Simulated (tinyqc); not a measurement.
Longitudinal sound in a periodic multilayer: transfer matrices, stop bands and folded phonons: one step, computed by the program tinyqc. Command: `OMP_NUM_THREADS=1 python tinyqc.py 3019190 3019191 out.jsonl multilayer walk`. One thread of a shared host (Intel(R) Xeon(R) Processor @ 2.30GHz), about 0.01 s of CPU time with the checks.

Layers 1 and 2 repeat with period d = d_1 + d_2; waves travel normal to the layers, without loss. State vector (u, s): displacement u and stress divided by omega. Impedances Z = rho v are in 1e6 kg/(m^2 s).

Problem. Impedances, mean velocity and Bragg frequency. Z = rho v; interface reflection r = (Z_2 - Z_1)/(Z_2 + Z_1) (stress amplitude, from 1 into 2); Bragg frequency f_B = 1/[2 (d_1/v_1 + d_2/v_2)]; long-wave velocity v_eff = d/sqrt[(d_1/v_1)^2 + (d_2/v_2)^2 + (Z_1/Z_2 + Z_2/Z_1)(d_1/v_1)(d_2/v_2)].

Inputs (values chosen for the exercise, modelled on silica (layer 1), platinum (layer 2) and silicon (substrate)):
```
quantity            value    unit
density rho_1        2.23  g/cm^3
velocity v_1         6000     m/s
thickness d_1         4.1      nm
density rho_2        21.7  g/cm^3
velocity v_2         4150     m/s
thickness d_2         2.8      nm
substrate density    2.29  g/cm^3
substrate velocity   8290     m/s
```

Give: Z_1; Z_2; Z of the substrate; interface reflection r; Bragg frequency f_B; long-wave velocity v_eff.

Solution.

Z_1 = 13.38

Z_2 = 90.055

Z of the substrate = 18.9841

interface reflection r = 0.74129

Bragg frequency f_B = 368.18 GHz

long-wave velocity v_eff = 3410.3 m/s

Caution: at these frequencies damping, strong in glasses, and rough interfaces, both left out here, can weaken the stop bands; layers only a few atoms thick are also beyond continuum acoustics.
